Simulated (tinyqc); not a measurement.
Worked calculation: CIS on RHF in the sto-3g basis, for H3-, spin multiplicity 1. The basis has no diffuse functions, so it cannot describe the extra electron: this is an exercise in the method, not the real anion. One step of it, computed by the program tinyqc.

Question. CIS matrix, triplets. A(ia,jb) = (e_a - e_i) d_ij d_ab - (ij|ab).

orbital energies (hartree): MO1 -0.174359, MO2 0.203052, MO3 1.211041

Two-electron integrals over orbitals (pq|rs), unique and non-zero (hartree):
```
(11|11) 0.559915    (21|21) 0.163106    (22|11) 0.499440    (22|22) 0.542735
(31|11) 0.080938    (31|22) -0.034734   (31|31) 0.133432    (32|21) -0.139053
(32|32) 0.140884    (33|11) 0.586498    (33|22) 0.522066    (33|31) 0.097856
(33|33) 0.650788
```

Give: CIS matrix A, triplet.

Answer.

CIS matrix A, triplet (hartree):
```
        1>3     2>3
1>3  0.7989  0.0000
2>3  0.0000  0.4859
```
